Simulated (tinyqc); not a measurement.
From results back to parameters: two-level Kane dispersion of a narrow-gap semiconductor. Three cases, with inputs chosen for the exercise.

Problem. In the two-level Kane model E = Eg/2 + sqrt(Eg^2/4 + (2/3) Ep c k^2), c = hbar^2/2m0, and the momentum mass is m(k) = (3/(2 Ep)) sqrt(Eg^2 + (8/3) Ep c k^2). It is given at the Fermi wave vectors kF = (3 pi^2 n)^(1/3) of two densities (1 cm^-3 = 1e-24 angstrom^-3).

Constants: hbar^2/2m0 = 3.80998211 eV angstrom^2.

Find: kF^2; Ep; edge mass; |Eg|.

Case 1.

Values chosen (out of a larger set: near those of HgTe; not measured data): n12 = (1.5e+16, 5.1e+17) cm^-3 (two densities).

masses at the two densities (m0): 0.02521350  0.03587503

Solution.

kF^2 (1/angstrom^2): 5.8211e-05  0.00061093

Ep = 19.4 eV
edge mass = 0.02381 m0
|Eg| = 0.308 eV

m^2 = m0*^2 + (6 c/Ep) kF^2 is a straight line in kF^2: the slope gives Ep, the intercept the edge mass, and |Eg| = (2/3) Ep m0*. The sign of Eg does not enter. For Eg < 0 the edge mass does not depend on Dso, which enters only as EF nears it.

Case 2.

Values chosen (out of a larger set: a narrow-gap II-VI alloy; not measured data): n12 = (3.3e+15, 2.7e+18) cm^-3 (two densities).

masses at the two densities (m0): 0.01366176  0.04789638

Solution.

kF^2 (1/angstrom^2): 2.1214e-05  0.0018558

Ep = 19.9 eV
edge mass = 0.01274 m0
|Eg| = 0.169 eV

m^2 = m0*^2 + (6 c/Ep) kF^2 is a straight line in kF^2: the slope gives Ep, the intercept the edge mass, and |Eg| = (2/3) Ep m0*. The sign of Eg does not enter. The two-level form takes Dso as infinite, which overstates the mass where Dso is not large against Eg.

Case 3.

Values chosen (out of a larger set: near those of HgTe; not measured data): n12 = (2e+15, 5.4e+17) cm^-3 (two densities).

masses at the two densities (m0): 0.02486476  0.03736756

Solution.

kF^2 (1/angstrom^2): 1.5193e-05  0.00063466

Ep = 18.2 eV
edge mass = 0.02448 m0
|Eg| = 0.297 eV

m^2 = m0*^2 + (6 c/Ep) kF^2 is a straight line in kF^2: the slope gives Ep, the intercept the edge mass, and |Eg| = (2/3) Ep m0*. The sign of Eg does not enter. For Eg < 0 the edge mass does not depend on Dso, which enters only as EF nears it.

Computed by tinyqc, one run a case: `OMP_NUM_THREADS=1 python tinyqc.py N N+1 out.jsonl` with N = 1050248, 1050258, 1050278; one thread of a shared Intel(R) Xeon(R) Processor @ 2.30GHz, about 0.01 s a run at most.
